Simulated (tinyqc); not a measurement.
Valley-orbit splitting of a donor ground state, with strain: one step, computed by the program tinyqc.

The basis is the 1s envelope in each valley; energies are counted from the unstrained conduction-band edge. The strain is e_s (a a^T - 1/3) for the unit stress axis a, so valley j along n_j moves by Xi_u e_s w_j with w_j = (n_j.a)^2 - 1/3: +2/3 for [111], -2/9 for the others.

Task: Levels without strain. By symmetry: E(A1) = E_0 + Lambda + 3 Delta_1 (one state), E(T2) = E_0 + Lambda - Delta_1 (three), as binding energies.

Inputs (values chosen for the exercise, for a model many-valley semiconductor): single-valley binding energy E_0 = 12.3 meV; central-cell shift Lambda = 0.27 meV; coupling Delta_1 = 1.1 meV.

Valleys: four along <111>. Stress axis: [111].

Give: E(A1); E(T2).

Result:

E(A1) = 15.87 meV

E(T2) = 11.47 meV

Only A1 has all valley amplitudes in phase, so only it has weight at the nucleus.
